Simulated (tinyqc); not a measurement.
Inside a calculation. Model: thermal boundary conductance by the acoustic and diffuse mismatch models. Computed by tinyqc, a small Python program that keeps every step. Command: `OMP_NUM_THREADS=1 python tinyqc.py 3003998 3003999 out.jsonl kapitza walk`. One thread of a shared host (Intel(R) Xeon(R) Processor @ 2.30GHz), about 0.01 s of CPU time with the checks. Intermediate numbers are printed to about 5 digits and carried at full precision; extremes and crossings named in words are read from the listed rows.

Each side has one longitudinal and two transverse Debye branches, omega = v q up to q_D = (6 pi^2 n)^(1/3), with n counting all atoms. Scattering at the interface is elastic. Electrons are left out of G, also for metals. Melting is ignored. G refers to the temperatures of the phonons sent towards the interface. Linear branches over all atoms overstate G at high T, most for crystals with several atoms a cell.

Inputs (values chosen for the exercise, modelled on gold (side 1) and silicon carbide (side 2)):
```
quantity                    value     unit
density rho_1                18.9   g/cm^3
longitudinal velocity vL_1   3480      m/s
transverse velocity vT_1     1290      m/s
atom density n_1             59.5   1/nm^3
conductivity kappa_1          320  W/(m K)
density rho_2                3.31   g/cm^3
longitudinal velocity vL_2  12200      m/s
transverse velocity vT_2     7240      m/s
atom density n_2             93.7   1/nm^3
conductivity kappa_2          406  W/(m K)
temperature T                 300        K
thickness d_1                 230       nm
thickness d_2                1200       nm
heat flux J                   2.7  kW/cm^2
```

Structure: film on a substrate.

Constants: hbar = 1.054571817e-34 J s; k_B = 1.380649e-23 J/K.

## Cut-off frequencies and impedances

omega_c = v q_D for each branch, given as hbar omega_c/k_B; impedance Z = rho v.

Branches:
```
branch     v (m/s)  cut-off (K)  Z (1e6 kg/(m^2 s))
L, side 1     3480        404.5             65.7720
T, side 1     1290        149.9             24.3810
L, side 2    12200       1649.7             40.3820
T, side 2     7240        979.0             23.9644
```

## Acoustic mismatch: transmission of each branch

No mode conversion. t(theta) = 4 Z_1 Z_2 cos(theta_1) cos(theta_2)/N^2, with N = Z_2 cos(theta_1) + Z_1 cos(theta_2) for L (the form for pressure waves) and N = Z_1 cos(theta_1) + Z_2 cos(theta_2) for both T branches (the form for shear waves polarised along the interface); sin(theta_2) = (v_2/v_1) sin(theta_1), and t = 0 beyond the critical angle arcsin(v_1/v_2); the mean over the incoming flux is alpha = 2 int t sin(theta_1) cos(theta_1) d theta_1 (64 Gauss-Legendre points).

Transmission:
```
branch  t at normal incidence  largest angle from side 1 (deg)  alpha, 1 to 2  alpha, 2 to 1
L                     0.94279                           16.574       0.077504        0.95255
T                     0.99993                           10.264       0.028842        0.90851
```

For L waves from side 1 the critical cone of 17 degrees bounds the transmission; the mean is 0.08 against 0.94 at normal incidence. For T waves from side 1 the critical cone of 10 degrees bounds the transmission; the mean is 0.03 against 1.00 at normal incidence.

## Diffuse mismatch: transmission at low frequency

A phonon forgets its side and branch: alpha(1 to 2) = S_2/(S_1 + S_2), S_i = 1/vL_i^2 + 2/vT_i^2.

S_1 = 1.2844e-06 s^2/m^2

S_2 = 4.4874e-08 s^2/m^2

diffuse alpha, 1 to 2 = 0.033757

## Boundary conductance

G = (k_B^4 T^3/(8 pi^2 hbar^3)) int W(x) x^4 e^x/(e^x - 1)^2 dx, x = hbar omega/(k_B T). Acoustic mismatch: W = sum over the three branches of alpha(1 to 2)/v_1^2, each up to the lower of its two cut-offs. Diffuse mismatch: W = S_1 S_2/(S_1 + S_2), where S_i sums 1/v^2 over the branches of side i still below their cut-off. Radiation limit: W = min(S_1, S_2). The integral is split at the four cut-offs (64 Gauss-Legendre points a piece, x at most 45). Boundary resistance R = 1/G and Kapitza length kappa_2/G use the diffuse value.

G, acoustic mismatch = 65.760 MW/(m^2 K)

G, diffuse mismatch = 236.39 MW/(m^2 K)

G, radiation limit = 355.26 MW/(m^2 K)

boundary resistance R = 4.2302 m^2 K/GW

Kapitza length in side 2 = 1717.5 nm

The diffuse value is 3.59 times the acoustic one and 67 % of the radiation limit. Diffuse scattering raises G here: it ignores the impedance mismatch and lets phonons change direction and branch. Caution: at this temperature short waves carry the heat; linear branches up to q_D overstate their velocity, and inelastic processes, left out here, grow with T.

## Conductance against temperature

The formulas are those given above.

G (MW/(m^2 K)):
```
T (K)  acoustic mismatch  diffuse mismatch  radiation limit
2              0.0033484         0.0035355        0.0036590
5               0.052318          0.055242         0.057172
10               0.41827           0.44182          0.45738
20                3.0027            3.3930           3.6590
40                12.344            21.899           28.536
80                32.956            96.421           140.61
150               54.058            185.50           277.05
300               65.760            236.39           355.26
600               69.388            252.29           379.71
1000              70.207            255.88           385.23
```

All three follow T^3 at the cold end (exponent 3.00 for the diffuse model) and flatten at high T (exponent 0.03 at the hot end); the lowest cut-off is 150 K. The ratio of diffuse to acoustic goes from 1.06 to 3.64. The plateau is set by the frequencies that both sides share.

## Temperature rise through the stack

In series: Delta T = J (d_1/kappa_1 + R + d_2/kappa_2), with bulk conductivities in the layers and one-dimensional flow.

temperature drops (K): film 0.019406, interface 0.11422, substrate 0.079803

total rise Delta T = 0.21343 K

interface share of film plus interface = 0.85477

The interface takes the largest drop, 54 % of the total. Caution: R from emitted-phonon temperatures is too large for use in series with Fourier layers, by up to a factor of about 2.

Checks made by the program: detailed balance alpha_12/v_1^2 = alpha_21/v_2^2 (relative difference below 1e-10); low-temperature limit G = pi^2 k_B^4 T^3 alpha S_1/(30 hbar^3) (relative difference below 1e-10).
